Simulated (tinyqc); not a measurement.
From exact B0 back to cohesive energy D: equation-of-state fits to an energy-volume table made by a known binding curve. Computed by tinyqc, a small Python program. Command: `OMP_NUM_THREADS=1 python tinyqc.py 3007442 3007443 out.jsonl eosfit inv`. One thread of a shared host (Intel(R) Xeon(R) Processor @ 2.30GHz), about 0.02 s of CPU time with the checks.

With x = (V/V_0)^(1/3), the energy per atom is E = D [exp(-2 eta (x - 1)) - 2 exp(-eta (x - 1))], so that B0 = 2 D eta^2/(9 V_0) and B' = 1 + eta. B' = dB/dP at P = 0.

Inputs (values chosen for the exercise, for a model crystal): true volume V_0 = 19.8 angstrom^3/atom; stiffness eta = 3.23; compression V/V_0 for the pressure test = 0.7.

Binding curve: Morse. Noise: added.

Constants: 1 eV/angstrom^3 = 160.2176634 GPa.

Method. B0 and B' from the formulas above; P = -dE/dV at V = c V_0 (c the compression chosen), from the curve itself.

Task: A run gave the result below. Find the cohesive energy D, known to lie between 3.8 and 7.1 eV/atom.

exact B0 = 86.18441 GPa

Result:

Each step takes the trial c = (a f_b - b f_a)/(f_b - f_a), f being the result less the target and a, b, c the logarithms of the listed values; c replaces end b, the old b replaces a if the sign of f changed, and otherwise f_a is halved.

Scan of the range:
```
cohesive energy D (eV/atom)  exact B0 (GPa)
3.80                                 71.289
4.22                                 79.168
4.68                                 87.798
5.19                                 97.365
5.76                                108.059
6.40                                120.065
7.10                                133.198
```

False position (Illinois rule, in the logarithm of the input) inside the bracket:
```
step    end a    end b    trial  exact B0 (GPa)
1     4.22000  4.68000  4.59034         86.1158
2     4.68000  4.59034  4.59397         86.1838
3     4.68000  4.59397  4.59403         86.1850
4     4.59397  4.59403  4.59400         86.1844
```

Exact B0 rises at every point of a 13-point scan of the range (every second point is shown), so one value fits; it is bracketed by 4.22 and 4.68. The scan shows a pure power law with exponent 1.000, so scaling from any one row also gives the answer directly. Answer: cohesive energy D = 4.594 eV/atom.
